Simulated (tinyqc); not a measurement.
Field length and prefactor from two substrate currents.

Problem. For Em = (Vd - Vdsat)/l, Isub/Id = (Ai/Bi)(Vd - Vdsat) exp(-Bi l/(Vd - Vdsat)), and l = sqrt(3 tox xj). Find l, Ai and xj.

Values chosen for this exercise: oxide thickness tox = 12 nm; ionisation field Bi = 1.78 MV/cm.

Isub/Id at Vd - Vdsat = 2.7 and 3.7 V: [0.0203710522, 0.107928959]

Solution. ln[Isub/(Id (Vd - Vdsat))] is linear in 1/(Vd - Vdsat) with slope -Bi l.

l = 75.9 nm
Ai = 2.00e6 1/cm
xj = 160 nm

Computed by the program tinyqc: `OMP_NUM_THREADS=1 python tinyqc.py 2550152 2550153 out.jsonl`, one thread of a shared Intel Xeon 2.30GHz, about 0.01 s for the whole run.
